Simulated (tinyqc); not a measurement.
Changing the NH4F added: speciation in dilute and buffered hydrofluoric acid, oxide etch rate and bath loading. Computed by tinyqc, a small Python program. Command: `OMP_NUM_THREADS=1 python tinyqc.py 3120329 3120330 out.jsonl hfetch sweep`. One thread of a shared host (Intel(R) Xeon(R) Processor @ 2.30GHz), about 0.01 s of CPU time with the checks.

Concentrations stand for activities, NH4+ and Cl- are spectators, and water ionisation is neglected. H, F and HF2 denote the ions H+, F- and HF2-. The base temperature is 298 K.

Inputs (values chosen for the exercise, of the order of those for thermal oxide at room temperature):
```
quantity                            value            unit
HF added                              1.4           mol/L
HCl added                               0           mol/L
K1 = [H][F]/[HF]                 0.000738           mol/L
K2 = [HF2]/([HF][F])                 3.41           L/mol
K3 = [H2F2]/[HF]^2                      0           L/mol
rate constant of neutral HF k_a        11  nm L/(min mol)
rate constant of HF2 k_b               61  nm L/(min mol)
activation energy                    0.39              eV
temperature error                     2.3               K
oxide removed per wafer               260              nm
```

Constants: k_B = 8.617333262e-05 eV/K.

Method:
- Fluoride balance: [HF] + [F] + 2 [HF2] + 2 [H2F2] = HF added + NH4F added. Acid balance: [H] + [HF] + [HF2] + 2 [H2F2] = HF added + HCl added. For a trial [H], [HF] = [H][F]/K1, and the fluoride balance is a quadratic in [F].
- The root is refined to 1e-13 in pH = -log10 [H].
- Rate = k_a ([HF] + 2 [H2F2]) + k_b [HF2], an empirical two-term form.
- Time = oxide/rate; a temperature error changes the rate by exp((E_a/k_B)(1/298 - 1/(298 + error))) - 1.

One run for each value:
```
NH4F added (mol/L)  etch rate (nm/min)     pH  [HF2] (mol/L)  [HF] (mol/L)
0.047                            18.82  1.293          0.080         1.269
0.095                            20.35  1.431          0.107         1.256
0.190                            23.68  1.666          0.170         1.208
0.400                            31.35  2.047          0.321         1.070
0.810                            45.13  2.565          0.595         0.802
1.600                            63.39  3.296          0.960         0.440
3.400                            77.05  4.245          1.233         0.167
6.900                            81.90  5.033          1.330         0.070
14.000                           83.81  5.731          1.368         0.032
```

What does the table show?

Over the rows, etch rate (nm/min) rises from 18.8 to 83.8 (exponent d ln y / d ln x 0.11 between the first rows and 0.033 between the last); pH rises from 1.29 to 5.73; [HF2] (mol/L) rises from 0.0796 to 1.37 (exponent d ln y / d ln x 0.42 between the first rows and 0.040 between the last).

Caution (rows 0.400, 0.810, 1.60, 3.40, 6.90, 14.0): at ionic strengths above about 0.5 mol/L activities differ much from concentrations, so pH and rates are only indicative.
